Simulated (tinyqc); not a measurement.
Photoconductance decay in a wafer: bulk and surface recombination modes, and iron detection by pair splitting: one step, computed by the program tinyqc. Command: `OMP_NUM_THREADS=1 python tinyqc.py 3113871 3113872 out.jsonl pcd walk`. One thread of a shared host (Intel(R) Xeon(R) Processor @ 2.30GHz), about 0.01 s of CPU time with the checks.

Both faces of the wafer have the same S; injection is low and all coefficients are constant. x runs from -W/2 to W/2.

Task: Weights of the modes. Even modes cos(a x) obey b tan b = S W/(2 D) with b = a W/2, odd modes sin(a x) obey -b cot b = S W/(2 D); each decays at the rate 1/tau_b + D a^2. Light from one face makes n(x, 0) proportional to exp(-alpha (x + W/2)). Only even modes carry the thickness average: weight c_n = [sin b/b] int n cos(a x) dx / (int cos^2(a x) dx x mean n), with int exp(-alpha (x + W/2)) cos(a x) dx = [alpha cos b (1 - E) + a sin b (1 + E)]/(alpha^2 + a^2), E = exp(-alpha W), and int cos^2 = W/2 + sin(2 b)/(2 a).

Inputs (values chosen for the exercise, modelled on p-type silicon): thickness W = 200 micrometre; diffusivity D = 21.5 cm^2/s; surface recombination velocity S = 2.3 cm/s; absorption coefficient alpha = 370 1/cm.

Give: weights c_0 to c_5.

Result:

weights c_0 to c_5: [0.9999, 0.0001, 0.0000, 0.0000, 0.0000, 0.0000]
